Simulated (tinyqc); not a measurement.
## Cell and bit-line capacitance from two signals

Question. In a DRAM a freshly written one gives the bit-line signal (Vd/2) Cs/(Cs + Cb). Find Cs and Cb.

Inputs (values chosen for the exercise):
- Vd = 1.1 V (array voltage)

signal of a fresh one without and with 20 fF added to the bit line (mV): 140  102.66667

Answer. (Vd/2)/signal = 1 + Cb/Cs, and the added capacitance raises it by its ratio to Cs.

Cs = 14.00 fF
Cb = 41.00 fF

Computed by the program tinyqc: `OMP_NUM_THREADS=1 python tinyqc.py 2130159 2130160 out.jsonl`, one thread of a shared Intel Xeon 2.30GHz, about 0.01 s for the whole run.
